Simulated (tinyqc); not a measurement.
Electroplating on a thin resistive seed layer: kinetics, Wagner number and the terminal effect across a wafer: one step, computed by the program tinyqc.

Current enters the seed at the rim. The bath is treated as a local resistance per area (no lateral flow in the liquid), two electrons per ion, molar volume 7.11 cm^3/mol, Faraday constant F = e N_A, kinematic viscosity 0.01 cm^2/s, omega = 2 pi x rpm/60; k_B T/e is in volts.

Task: Rate, limit and resistances. Growth rate = i V_m/(2 F). Levich limit i_L = 0.62 x 2 F D^(2/3) omega^(1/2) nu^(-1/6) c. Tafel overpotential eta = (k_B T/(alpha e)) ln(i/i_0); kinetic resistance k_B T/(alpha e i); bath resistance h/kappa + plate; R_s = resistivity/t; Wagner number = kinetic resistance x kappa/R.

Inputs (values chosen for the exercise, of the order of those for copper plating on a thin cobalt or ruthenium seed): wafer radius R = 7.5 cm; seed thickness t = 130 nm; seed resistivity = 21 microohm cm; bath conductivity kappa = 0.076 S/cm; gap to the anode h = 6.1 cm; extra resistance of a porous plate = 0 ohm cm^2; exchange current density i_0 = 0.094 mA/cm^2; cathodic transfer coefficient alpha = 0.82; mean current density = 29 mA/cm^2; diffusivity of the metal ion = 5.1e-06 cm^2/s; metal ion concentration = 0.76 mol/L; rotation rate = 60 rpm; temperature T = 298 K.

Constants: e = 1.602176634e-19 C; N_A = 6.02214076e+23 1/mol; k_B = 8.617333262e-05 eV/K.

Give: growth rate; limiting current i_L; overpotential; kinetic resistance; bath resistance R_b; sheet resistance R_s; Wagner number.

Result:

growth rate = 641.10 nm/min

limiting current i_L = 145.49 mA/cm^2

overpotential = 179.50 mV

kinetic resistance = 1.0799 ohm cm^2

bath resistance R_b = 80.263 ohm cm^2

sheet resistance R_s = 1.6154 ohm/square

Wagner number = 0.010943
